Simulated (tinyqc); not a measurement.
Effective mass of the split-off band from tabulated energies: one step. Finite differences. Four cases, with inputs chosen for the exercise.

Task: The band is even in k. m = c k^2/E(k) from the points 1, 2, 4 (k = 0 is point 0); Richardson from points 1 and 2: c/m = [16 E(k1) - E(k2)]/(12 k1^2).

c = hbar^2/2m0.
Constants: hbar^2/2m0 = 3.80998211 eV angstrom^2.

Give: m from points 1, 2, 4; m by Richardson.

Case 1.

Energies along [110], from the band edge downward:

| k (1/angstrom) | E (meV) |
|---|---|
| 0.0000000 | 0.000000 |
| 0.0029000 | 0.152100 |
| 0.0058000 | 0.611400 |
| 0.0087000 | 1.386900 |
| 0.0116000 | 2.493500 |
| 0.0145000 | 3.953000 |
| 0.0174000 | 5.793500 |
| 0.0203000 | 8.050400 |
| 0.0232000 | 10.766200 |

reference mass (curvature of the model at k = 0.0001 1/angstrom) = 0.2109733 m0

Result:

m from points 1, 2, 4 (m0): 0.21066  0.20963  0.20560

m by Richardson = 0.21101 m0

Errors against the reference: -0.15, -0.64 and -2.55 % and +0.02 %. The extrapolation removes the k^4 term.

Case 2.

Energies along [110], from the band edge downward:

| k (1/angstrom) | E (meV) |
|---|---|
| 0.0000000 | 0.000000 |
| 0.0050000 | 1.135400 |
| 0.0100000 | 4.589100 |
| 0.0150000 | 10.503500 |
| 0.0200000 | 19.113500 |
| 0.0250000 | 30.736600 |
| 0.0300000 | 45.748600 |
| 0.0350000 | 64.535300 |
| 0.0400000 | 87.423100 |

reference mass (curvature of the model at k = 0.0001 1/angstrom) = 0.0841839 m0

Result:

m from points 1, 2, 4 (m0): 0.08389  0.08302  0.07973

m by Richardson = 0.08418 m0

Errors against the reference: -0.35, -1.38 and -5.29 % and 0.00 %. The extrapolation removes the k^4 term.

Case 3.

Energies along [100], from the band edge downward:

| k (1/angstrom) | E (meV) |
|---|---|
| 0.0000000 | 0.000000 |
| 0.0032000 | 0.426300 |
| 0.0064000 | 1.708400 |
| 0.0096000 | 3.856400 |
| 0.0128000 | 6.886700 |
| 0.0160000 | 10.822400 |
| 0.0192000 | 15.692600 |
| 0.0224000 | 21.532100 |
| 0.0256000 | 28.380300 |

reference mass (curvature of the model at k = 0.0001 1/angstrom) = 0.0915843 m0

Result:

m from points 1, 2, 4 (m0): 0.09152  0.09135  0.09064

m by Richardson = 0.09158 m0

Errors against the reference: -0.07, -0.26 and -1.03 % and -0.01 %. The extrapolation removes the k^4 term.

Case 4.

Energies along [110], from the band edge downward:

| k (1/angstrom) | E (meV) |
|---|---|
| 0.0000000 | 0.000000 |
| 0.0070000 | 0.892200 |
| 0.0140000 | 3.668100 |
| 0.0210000 | 8.635500 |
| 0.0280000 | 16.325100 |
| 0.0350000 | 27.452000 |
| 0.0420000 | 42.741600 |
| 0.0490000 | 62.636700 |
| 0.0560000 | 87.108400 |

reference mass (curvature of the model at k = 0.0001 1/angstrom) = 0.2111718 m0

Result:

m from points 1, 2, 4 (m0): 0.20925  0.20358  0.18297

m by Richardson = 0.21120 m0

Errors against the reference: -0.91, -3.59 and -13.35 % and +0.02 %. The extrapolation removes the k^4 term.

Computed by tinyqc, one run a case: `OMP_NUM_THREADS=1 python tinyqc.py N N+1 out.jsonl` with N = 1850057, 1850308, 1850361, 1850485; one thread of a shared Intel(R) Xeon(R) Processor @ 2.30GHz, about 0.01 s a run at most.
